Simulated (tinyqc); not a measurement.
Double-gate transistor, scale length and short-channel effects: one step of the calculation.

A body of thickness ts between two insulators of thickness ti and two tied gates. Below threshold the potential that source and drain add obeys Laplace's equation and vanishes on the gate. Its lowest mode decays along the channel as exp(-k y); k is the smallest positive root of the matching condition at the interface, and the scale length is Lambda = pi/k.

Problem. Scale length against simple estimates. Lambda = pi/k and l = 1/k. A parabolic potential across the structure gives l(parabolic) = sqrt((eps_r/(2 ei)) ts ti (1 + ei ts/(4 eps_r ti))).

Inputs (values chosen for the exercise); permittivities: semiconductor close to that of germanium, insulator close to that of aluminium oxide:
```
symbol  value  unit                                     meaning
eps_r    16.3        relative permittivity of the semiconductor
ei       9.36            relative permittivity of the insulator
ti        4.6    nm                         insulator thickness
ts       10.8    nm                              body thickness
```

k = 0.12984396 1/nm

Find: Lambda; l; l(parabolic).

Solution.

Lambda = 24.20 nm
l = 7.702 nm
l(parabolic) = 7.605 nm

tinyqc, about 0.01 s, one thread, Intel Xeon 2.30GHz (shared host): `OMP_NUM_THREADS=1 python tinyqc.py 2420075 2420076 out.jsonl`
